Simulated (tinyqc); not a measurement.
Inside a calculation. Method: MP2 on RHF in the 6-31g basis, for H3+, spin multiplicity 1. Computed by tinyqc, a small Python program that keeps every step (integrals from PySCF). Settings: charge = 1, multiplicity = 1, basis = 6-31g, method = RHF, energy threshold = 1e-10, iteration cap = 63, orthogonalisation = canonical, start = core, DIIS depth = 6. Command: `OMP_NUM_THREADS=1 python tinyqc.py 30707 30708 out.jsonl` (the two numbers bound the seeds that draw the settings). One thread of a shared host (Intel(R) Xeon(R) Processor @ 2.60GHz), about 0.08 s of CPU time with the checks. The early iterations of the SCF are left out here.

## One-electron integrals

Geometry (angstrom):

| atom | x | y | z |
|---|---|---|---|
| H | 0.00000 | 0.00000 | 0.00000 |
| H | 0.00000 | 0.00000 | 0.87900 |
| H | 0.00000 | 0.83700 | 0.43900 |

Basis 6-31g: exponents (1/bohr^2) and contraction coefficients of normalised primitives:

| element | l (shell) | exponent | coefficient |
|---|---|---|---|
| H | s (1) | 18.73114 | 0.03349 |
| H | s (1) | 2.82539 | 0.23473 |
| H | s (1) | 0.64012 | 0.81376 |
| H | s (2) | 0.16128 | 1.00000 |

Overlap, kinetic and nuclear-attraction integrals over the contracted functions; the nuclear repulsion is the sum of Za Zb / Rab.

nuclear repulsion = 1.7215322 hartree

overlap S:
```
         1H 1s    1H 2s    2H 1s    2H 2s    3H 1s    3H 2s
1H 1s  1.00000  0.65829  0.33895  0.45805  0.29021  0.43285
1H 2s  0.65829  1.00000  0.45805  0.80052  0.43285  0.77318
2H 1s  0.33895  0.45805  1.00000  0.65829  0.28988  0.43267
2H 2s  0.45805  0.80052  0.65829  1.00000  0.43267  0.77299
3H 1s  0.29021  0.43285  0.28988  0.43267  1.00000  0.65829
3H 2s  0.43285  0.77318  0.43267  0.77299  0.65829  1.00000
```

kinetic energy T (hartree):
```
         1H 1s    1H 2s    2H 1s    2H 2s    3H 1s    3H 2s
1H 1s  1.39568  0.25974  0.10364  0.13676  0.05842  0.12276
1H 2s  0.25974  0.24192  0.13676  0.16493  0.12276  0.15497
2H 1s  0.10364  0.13676  1.39568  0.25974  0.05814  0.12267
2H 2s  0.13676  0.16493  0.25974  0.24192  0.12267  0.15490
3H 1s  0.05842  0.12276  0.05814  0.12267  1.39568  0.25974
3H 2s  0.12276  0.15497  0.12267  0.15490  0.25974  0.24192
```

nuclear attraction V (hartree):
```
          1H 1s     1H 2s     2H 1s     2H 2s     3H 1s     3H 2s
1H 1s  -2.81043  -1.48694  -0.92552  -1.07734  -0.78011  -1.01807
1H 2s  -1.48694  -1.60833  -1.07726  -1.35765  -1.00668  -1.31250
2H 1s  -0.92552  -1.07726  -2.81016  -1.48679  -0.77915  -1.01758
2H 2s  -1.07734  -1.35765  -1.48679  -1.60821  -1.00627  -1.31218
3H 1s  -0.78011  -1.00668  -0.77915  -1.00627  -2.76959  -1.46376
3H 2s  -1.01807  -1.31250  -1.01758  -1.31218  -1.46376  -1.59096
```

core Hamiltonian H = T + V (hartree):
```
          1H 1s     1H 2s     2H 1s     2H 2s     3H 1s     3H 2s
1H 1s  -1.41475  -1.22721  -0.82189  -0.94058  -0.72169  -0.89531
1H 2s  -1.22721  -1.36641  -0.94050  -1.19272  -0.88391  -1.15753
2H 1s  -0.82189  -0.94050  -1.41448  -1.22705  -0.72102  -0.89492
2H 2s  -0.94058  -1.19272  -1.22705  -1.36629  -0.88360  -1.15728
3H 1s  -0.72169  -0.88391  -0.72102  -0.88360  -1.37391  -1.20403
3H 2s  -0.89531  -1.15753  -0.89492  -1.15728  -1.20403  -1.34904
```

## Two-electron integrals

Functions are numbered as in S; the eight-fold symmetry (ij|kl) = (ji|kl) = (kl|ij) leaves the list below.

Two-electron integrals (ij|kl) in chemists' order, unique and non-zero (hartree):
```
(11|11) 1.07657   (21|11) 0.57847   (21|21) 0.32942   (22|11) 0.58740
(22|21) 0.36130   (22|22) 0.45315   (31|11) 0.28834   (31|21) 0.16615
(31|22) 0.18470   (31|31) 0.10873   (32|11) 0.28725   (32|21) 0.17666
(32|22) 0.21878   (32|31) 0.12308   (32|32) 0.15843   (33|11) 0.58034
(33|21) 0.36585   (33|22) 0.46849   (33|31) 0.28834   (33|32) 0.39420
(33|33) 1.07657   (41|11) 0.39420   (41|21) 0.22557   (41|22) 0.24929
(41|31) 0.12308   (41|32) 0.13416   (41|33) 0.28725   (41|41) 0.15843
(42|11) 0.44240   (42|21) 0.27417   (42|22) 0.34974   (42|31) 0.15669
(42|32) 0.19658   (42|33) 0.44240   (42|41) 0.19658   (42|42) 0.29039
(43|11) 0.36585   (43|21) 0.22953   (43|22) 0.29577   (43|31) 0.16615
(43|32) 0.22557   (43|33) 0.57847   (43|41) 0.17666   (43|42) 0.27417
(43|43) 0.32942   (44|11) 0.46849   (44|21) 0.29577   (44|22) 0.39403
(44|31) 0.18470   (44|32) 0.24929   (44|33) 0.58740   (44|41) 0.21878
(44|42) 0.34974   (44|43) 0.36130   (44|44) 0.45315   (51|11) 0.24055
(51|21) 0.13948   (51|22) 0.15657   (51|31) 0.07778   (51|32) 0.08554
(51|33) 0.18125   (51|41) 0.09914   (51|42) 0.12520   (51|43) 0.11249
(51|44) 0.14020   (51|51) 0.07900   (52|11) 0.26065   (52|21) 0.16140
(52|22) 0.20264   (52|31) 0.09210   (52|32) 0.11202   (52|33) 0.24376
(52|41) 0.11630   (52|42) 0.16722   (52|43) 0.15259   (52|44) 0.19582
(52|51) 0.09849   (52|52) 0.14133   (53|11) 0.18111   (53|21) 0.11240
(53|22) 0.14007   (53|31) 0.07770   (53|32) 0.09902   (53|33) 0.24023
(53|41) 0.08546   (53|42) 0.12507   (53|43) 0.13931   (53|44) 0.15638
(53|51) 0.06772   (53|52) 0.09447   (53|53) 0.07882   (54|11) 0.24376
(54|21) 0.15258   (54|22) 0.19578   (54|31) 0.09207   (54|32) 0.11624
(54|33) 0.26047   (54|41) 0.11200   (54|42) 0.16716   (54|43) 0.16130
(54|44) 0.20253   (54|51) 0.09455   (54|52) 0.13950   (54|53) 0.09833
(54|54) 0.14121   (55|11) 0.54591   (55|21) 0.34725   (55|22) 0.45406
(55|31) 0.20151   (55|32) 0.25343   (55|33) 0.54568   (55|41) 0.25349
(55|42) 0.38229   (55|43) 0.34712   (55|44) 0.45396   (55|51) 0.24055
(55|52) 0.37131   (55|53) 0.24023   (55|54) 0.37115   (55|55) 1.07657
(61|11) 0.37131   (61|21) 0.21263   (61|22) 0.23527   (61|31) 0.11134
(61|32) 0.12021   (61|33) 0.25267   (61|41) 0.14746   (61|42) 0.18200
(61|43) 0.15729   (61|44) 0.19948   (61|51) 0.09849   (61|52) 0.11709
(61|53) 0.08146   (61|54) 0.11133   (61|55) 0.26065   (61|61) 0.14133
(62|11) 0.42336   (62|21) 0.26267   (62|22) 0.33591   (62|31) 0.14139
(62|32) 0.17314   (62|33) 0.37844   (62|41) 0.18474   (62|42) 0.26889
(62|43) 0.23782   (62|44) 0.31332   (62|51) 0.12939   (62|52) 0.17878
(62|53) 0.12186   (62|54) 0.17532   (62|55) 0.42336   (62|61) 0.17878
(62|62) 0.27090   (63|11) 0.25260   (63|21) 0.15724   (63|22) 0.19941
(63|31) 0.11130   (63|32) 0.14740   (63|33) 0.37115   (63|41) 0.12017
(63|42) 0.18193   (63|43) 0.21254   (63|44) 0.23517   (63|51) 0.08151
(63|52) 0.11130   (63|53) 0.09833   (63|54) 0.11698   (63|55) 0.26047
(63|61) 0.10942   (63|62) 0.16428   (63|63) 0.14121   (64|11) 0.37841
(64|21) 0.23780   (64|22) 0.31328   (64|31) 0.14136   (64|32) 0.18469
(64|33) 0.42323   (64|41) 0.17312   (64|42) 0.26883   (64|43) 0.26258
(64|44) 0.33581   (64|51) 0.12197   (64|52) 0.17534   (64|53) 0.12921
(64|54) 0.17866   (64|55) 0.42323   (64|61) 0.16433   (64|62) 0.26111
(64|63) 0.17866   (64|64) 0.27076   (65|11) 0.34725   (65|21) 0.21949
(65|22) 0.28758   (65|31) 0.12618   (65|32) 0.15907   (65|33) 0.34712
(65|41) 0.15910   (65|42) 0.24087   (65|43) 0.21942   (65|44) 0.28752
(65|51) 0.13948   (65|52) 0.21263   (65|53) 0.13931   (65|54) 0.21254
(65|55) 0.57847   (65|61) 0.16140   (65|62) 0.26267   (65|63) 0.16130
(65|64) 0.26258   (65|65) 0.32942   (66|11) 0.45406   (66|21) 0.28758
(66|22) 0.38610   (66|31) 0.16002   (66|32) 0.20530   (66|33) 0.45396
(66|41) 0.20532   (66|42) 0.31935   (66|43) 0.28752   (66|44) 0.38604
(66|51) 0.15657   (66|52) 0.23527   (66|53) 0.15638   (66|54) 0.23517
(66|55) 0.58740   (66|61) 0.20264   (66|62) 0.33591   (66|63) 0.20253
(66|64) 0.33581   (66|65) 0.36130   (66|66) 0.45315
```

## Orthogonalisation

S = U s U^T; canonical form X = U s^(-1/2), so that X^T S X = 1. Each column of U has its largest component positive (the first on a tie).

eigenvalues of S: 0.12472  0.14228  0.47572  0.73581  0.82010  3.70136

X:
```
              1         2         3         4         5        6
1H 1s  -0.70150   0.39316   0.65661   0.77373  -0.42938  0.17993
1H 2s   1.87899  -0.98991  -0.50794   0.28861  -0.14911  0.24267
2H 1s   0.69914   0.39744   0.65712  -0.77079  -0.43363  0.17989
2H 2s  -1.87253  -1.00053  -0.50768  -0.28804  -0.15083  0.24265
3H 1s   0.00251  -0.81235   0.70637  -0.00244   0.82327  0.17465
3H 2s  -0.00670   2.01861  -0.47372  -0.00116   0.35243  0.23909
```

## Iteration 6 (converged): orbitals

converged F (hartree):
```
          1H 1s     1H 2s     2H 1s     2H 2s     3H 1s     3H 2s
1H 1s  -0.48964  -0.79067  -0.67005  -0.69965  -0.61614  -0.67531
1H 2s  -0.79067  -0.76078  -0.69957  -0.73472  -0.66278  -0.71923
2H 1s  -0.67005  -0.69957  -0.48940  -0.79049  -0.61578  -0.67506
2H 2s  -0.69965  -0.73472  -0.79049  -0.76066  -0.66262  -0.71912
3H 1s  -0.61614  -0.66278  -0.61578  -0.66262  -0.45454  -0.76346
3H 2s  -0.67531  -0.71923  -0.67506  -0.71912  -0.76346  -0.74346
```

Diagonalise F' = X^T F X, C = X C', fill 1 alpha and 1 beta electrons from the bottom; D = 2 C_occ C_occ^T. Each column has its largest component positive (the first on a tie).

F' = X^T F X (hartree):
```
          1         2         3         4         5         6
1   0.47215   0.00001   0.00024  -0.45022   0.00005   0.00004
2   0.00001   0.46701  -0.02074  -0.00006  -0.40938  -0.00381
3   0.00024  -0.02074   0.28971  -0.00010   0.00797  -0.31046
4  -0.45022  -0.00006  -0.00010   0.12999   0.00000  -0.00020
5   0.00005  -0.40938   0.00797   0.00000   0.03705   0.01866
6   0.00004  -0.00381  -0.31046  -0.00020   0.01866  -1.10437
```

orbital energies (hartree): MO1 -1.17071, MO2 -0.21027, MO3 -0.18056, MO4 0.35483, MO5 0.71556, MO6 0.78270

coefficients C:
```
           MO1       MO2       MO3       MO4       MO5       MO6
1H 1s  0.31996  -0.15235   0.23851   0.63526   0.52354  -1.01641
1H 2s  0.13328  -0.64472   1.30450  -0.57949  -0.74209   1.38250
2H 1s  0.31985  -0.15390  -0.23761   0.63500   0.52929   1.01353
2H 2s  0.13326  -0.65157  -1.30028  -0.57856  -0.75000  -1.37822
3H 1s  0.30370   0.29587  -0.00079   0.59184  -1.15632   0.00373
3H 2s  0.13133   1.34197  -0.00465  -0.44825   1.56893  -0.00490
```

D after iteration 6:
```
         1H 1s    1H 2s    2H 1s    2H 2s    3H 1s    3H 2s
1H 1s  0.20475  0.08529  0.20468  0.08528  0.19434  0.08404
1H 2s  0.08529  0.03553  0.08526  0.03552  0.08095  0.03501
2H 1s  0.20468  0.08526  0.20461  0.08525  0.19428  0.08401
2H 2s  0.08528  0.03552  0.08525  0.03552  0.08094  0.03500
3H 1s  0.19434  0.08095  0.19428  0.08094  0.18446  0.07977
3H 2s  0.08404  0.03501  0.08401  0.03500  0.07977  0.03449
```

## Convergence

Stop when the energy changes by less than 1e-10 hartree and every element of the error matrix X^T (F D S - S D F) X is below 3e-06.

Course of the cycle:

| iteration | E (hartree) | change | largest element of the error matrix |
|---|---|---|---|
| 1 | -1.2430302 | - | 2.45e-01 |
| 2 | -1.2676139 | -2.46e-02 | 4.39e-02 |
| 3 | -1.2683865 | -7.73e-04 | 3.84e-04 |
| 4 | -1.2683866 | -9.05e-08 | 3.70e-05 |
| 5 | -1.2683866 | -5.45e-10 | 4.11e-07 |
| 6 | -1.2683866 | -1.07e-13 | 8.43e-09 |

PySCF RHF in the same basis = -1.2683866 hartree

Converged in 6 iterations.

## Integrals over molecular orbitals

(pq|rs) = sum C_ip C_jq C_kr C_ls (ij|kl), one index at a time.

one-electron integrals over orbitals h = C^T H C (hartree):
```
          1         2         3         4         5         6
1  -1.81921   0.00915  -0.00008  -0.13335  -0.00382   0.00004
2   0.00915  -1.05021   0.00000   0.00672   0.23093   0.00001
3  -0.00008   0.00000  -1.01166  -0.00005  -0.00001   0.23145
4  -0.13335   0.00672  -0.00005  -0.50055  -0.00947   0.00008
5  -0.00382   0.23093  -0.00001  -0.00947  -0.30344  -0.00001
6   0.00004   0.00001   0.23145   0.00008  -0.00001  -0.27685
```

Two-electron integrals over orbitals (pq|rs), unique and non-zero (hartree):
```
(11|11) 0.64851     (21|11) -0.00915    (21|21) 0.09417     (22|11) 0.46706
(22|21) 0.04168     (22|22) 0.43422     (31|11) 0.00008     (31|21) 8.59e-07
(31|22) -0.00033    (31|31) 0.08661     (32|11) 2.43e-06    (32|21) -0.00037
(32|22) -3.82e-05   (32|31) -0.03644    (32|32) 0.03117     (33|11) 0.45885
(33|21) -0.04091    (33|22) 0.35557     (33|31) 0.00033     (33|32) 3.74e-05
(33|33) 0.41912     (41|11) 0.13335     (41|21) -0.00423    (41|22) 0.05626
(41|31) 3.35e-05    (41|32) 9.65e-07    (41|33) 0.05194     (41|41) 0.06758
(42|11) -0.00548    (42|21) -0.00731    (42|22) -0.00851    (42|31) -1.07e-06
(42|32) 0.00006     (42|33) 0.00460     (42|41) -0.00403    (42|42) 0.03260
(43|11) 4.11e-05    (43|21) -1.16e-06   (43|22) 0.00008     (43|31) -0.01325
(43|32) 0.00745     (43|33) -0.00005    (43|41) 3.27e-05    (43|42) 6.04e-07
(43|43) 0.03626     (44|11) 0.46148     (44|21) -0.00938    (44|22) 0.37166
(44|31) 0.00008     (44|32) 4.79e-06    (44|33) 0.37280     (44|41) 0.06208
(44|42) -0.00060    (44|43) -2.16e-06   (44|44) 0.37735     (51|11) 0.00382
(51|21) -0.07692    (51|22) -0.03665    (51|31) 9.68e-07    (51|32) 0.00030
(51|33) 0.03114     (51|41) 0.00333     (51|42) -0.02388    (51|43) 2.31e-07
(51|44) 0.00469     (51|51) 0.09421     (52|11) -0.15393    (52|21) -0.03205
(52|22) -0.09241    (52|31) 0.00026     (52|32) 1.07e-05    (52|33) -0.06289
(52|41) -0.06262    (52|42) -0.00956    (52|43) 0.00007     (52|44) -0.07520
(52|51) 0.04333     (52|52) 0.09930     (53|11) 3.51e-06    (53|21) 0.00027
(53|22) 1.03e-05    (53|31) 0.02746     (53|32) -0.00866    (53|33) -3.70e-06
(53|41) -1.47e-07   (53|42) 0.00009     (53|43) 0.00838     (53|44) 1.09e-06
(53|51) -0.00033    (53|52) -2.34e-05   (53|53) 0.01890     (54|11) 0.00640
(54|21) -0.07837    (54|22) -0.03611    (54|31) -6.12e-07   (54|32) 0.00031
(54|33) 0.03374     (54|41) 0.00348     (54|42) 0.00459     (54|43) 8.50e-07
(54|44) 0.00790     (54|51) 0.07037     (54|52) 0.03020     (54|53) -0.00024
(54|54) 0.07795     (55|11) 0.55660     (55|21) 0.07130     (55|22) 0.47133
(55|31) -0.00051    (55|32) -0.00007    (55|33) 0.37772     (55|41) 0.11023
(55|42) 0.00652     (55|43) -3.30e-05   (55|44) 0.41392     (55|51) -0.08291
(55|52) -0.16775    (55|53) 4.98e-05    (55|54) -0.07091    (55|55) 0.59901
(61|11) -4.13e-05   (61|21) -5.27e-06   (61|22) 0.00033     (61|31) -0.07644
(61|32) 0.03446     (61|33) -0.00029    (61|41) -3.03e-05   (61|42) -1.54e-06
(61|43) -0.02061    (61|44) -4.28e-05   (61|51) 2.86e-06    (61|52) -0.00038
(61|53) -0.03708    (61|54) 4.28e-06    (61|55) 0.00068     (61|61) 0.10218
(62|11) -9.06e-06   (62|21) 0.00034     (62|22) 1.02e-05    (62|31) 0.03425
(62|32) -0.01243    (62|33) -1.53e-05   (62|41) -5.40e-06   (62|42) 0.00010
(62|43) 0.00873     (62|44) -5.91e-06   (62|51) -0.00040    (62|52) -2.10e-05
(62|53) 0.02015     (62|54) -0.00031    (62|55) 0.00005     (62|61) -0.04476
(62|62) 0.02482     (63|11) -0.15395    (63|21) 0.03533     (63|22) -0.06548
(63|31) -0.00029    (63|32) -1.07e-05   (63|33) -0.08313    (63|41) -0.06323
(63|42) 0.01211     (63|43) -0.00009    (63|44) -0.07704    (63|51) -0.03954
(63|52) 0.04912     (63|53) 1.65e-05    (63|54) -0.03104    (63|55) -0.09453
(63|61) 0.00035     (63|62) 2.52e-05    (63|63) 0.09279     (64|11) -0.00006
(64|21) -6.89e-06   (64|22) 0.00030     (64|31) -0.07572    (64|32) 0.03307
(64|33) -0.00028    (64|41) -2.91e-05   (64|42) 9.02e-07    (64|43) 0.00759
(64|44) -0.00007    (64|51) 4.19e-06    (64|52) -0.00027    (64|53) -0.02757
(64|54) 6.45e-06    (64|55) 0.00056     (64|61) 0.07685     (64|62) -0.03423
(64|63) 0.00028     (64|64) 0.08121     (65|11) 5.30e-06    (65|21) -0.00065
(65|22) -0.00006    (65|31) -0.05991    (65|32) 0.03339     (65|33) 0.00006
(65|41) 4.72e-06    (65|42) -0.00010    (65|43) -0.00772    (65|44) 9.86e-06
(65|51) 0.00071     (65|52) 0.00005     (65|53) -0.02536    (65|54) 0.00063
(65|55) -0.00016    (65|61) 0.07449     (65|62) -0.03168    (65|63) -4.69e-05
(65|64) 0.06369     (65|65) 0.06144     (66|11) 0.58086     (66|21) -0.07526
(66|22) 0.39511     (66|31) 0.00056     (66|32) 0.00006     (66|33) 0.46308
(66|41) 0.12193     (66|42) -0.01566    (66|43) 0.00011     (66|44) 0.43317
(66|51) 0.07804     (66|52) -0.10489    (66|53) -4.04e-05   (66|54) 0.07065
(66|55) 0.45067     (66|61) -0.00065    (66|62) -0.00006    (66|63) -0.16898
(66|64) -0.00056    (66|65) 0.00015     (66|66) 0.62098
```

## Second-order Moller-Plesset energy

Hartree-Fock energy = -1.2683866 hartree

E2 = sum_ijab (ia|jb) [2 (ia|jb) - (ib|ja)] / (e_i + e_j - e_a - e_b) over occupied i, j and virtual a, b; the opposite-spin part is (ia|jb)^2 / denominator, the rest is same-spin, and SCS-MP2 scales them by 6/5 and 1/3.

Terms:

| i | j | a | b | (ia\|jb) | (ib\|ja) | denominator | term |
|---|---|---|---|---|---|---|---|
| 1 | 1 | 2 | 2 | 0.09417 | 0.09417 | -1.92087 | -0.00462 |
| 1 | 1 | 3 | 3 | 0.08661 | 0.08661 | -1.98030 | -0.00379 |
| 1 | 1 | 6 | 6 | 0.10218 | 0.10218 | -3.90680 | -0.00267 |
| 1 | 1 | 5 | 5 | 0.09421 | 0.09421 | -3.77253 | -0.00235 |
| 1 | 1 | 5 | 2 | -0.07692 | -0.07692 | -2.84670 | -0.00208 |
| 1 | 1 | 2 | 5 | -0.07692 | -0.07692 | -2.84670 | -0.00208 |
| 1 | 1 | 6 | 3 | -0.07644 | -0.07644 | -2.94355 | -0.00199 |
| 1 | 1 | 3 | 6 | -0.07644 | -0.07644 | -2.94355 | -0.00199 |
| 1 | 1 | 4 | 4 | 0.06758 | 0.06758 | -3.05108 | -0.00150 |
| 1 | 1 | 2 | 4 | -0.00423 | -0.00423 | -2.48598 | -7.19e-06 |
| 1 | 1 | 4 | 2 | -0.00423 | -0.00423 | -2.48598 | -7.19e-06 |
| 1 | 1 | 4 | 5 | 0.00333 | 0.00333 | -3.41180 | -3.25e-06 |
| 1 | 1 | 5 | 4 | 0.00333 | 0.00333 | -3.41180 | -3.25e-06 |
| 1 | 1 | 3 | 4 | 3.35e-05 | 3.35e-05 | -2.51569 | -4.47e-10 |
| 1 | 1 | 4 | 3 | 3.35e-05 | 3.35e-05 | -2.51569 | -4.47e-10 |
| 1 | 1 | 4 | 6 | -3.03e-05 | -3.03e-05 | -3.47894 | -2.63e-10 |
| 1 | 1 | 6 | 4 | -3.03e-05 | -3.03e-05 | -3.47894 | -2.63e-10 |
| 1 | 1 | 6 | 2 | -5.27e-06 | -5.27e-06 | -2.91384 | 0 |
| 1 | 1 | 2 | 6 | -5.27e-06 | -5.27e-06 | -2.91384 | 0 |
| 1 | 1 | 5 | 6 | 2.86e-06 | 2.86e-06 | -3.83967 | 0 |
| 1 | 1 | 6 | 5 | 2.86e-06 | 2.86e-06 | -3.83967 | 0 |
| 1 | 1 | 2 | 3 | 8.59e-07 | 8.59e-07 | -1.95059 | 0 |
| 1 | 1 | 3 | 2 | 8.59e-07 | 8.59e-07 | -1.95059 | 0 |
| 1 | 1 | 3 | 5 | 9.68e-07 | 9.68e-07 | -2.87641 | 0 |
| 1 | 1 | 5 | 3 | 9.68e-07 | 9.68e-07 | -2.87641 | 0 |

Pair energies (hartree; pair i-j sums ij and ji):

| pair | opposite spin | same spin |
|---|---|---|
| 1-1 | -0.02307 | 0 |

MP2 correlation energy = -0.0230745 hartree

SCS-MP2 correlation energy = -0.0276894 hartree

MP2 total energy = -1.2914611 hartree
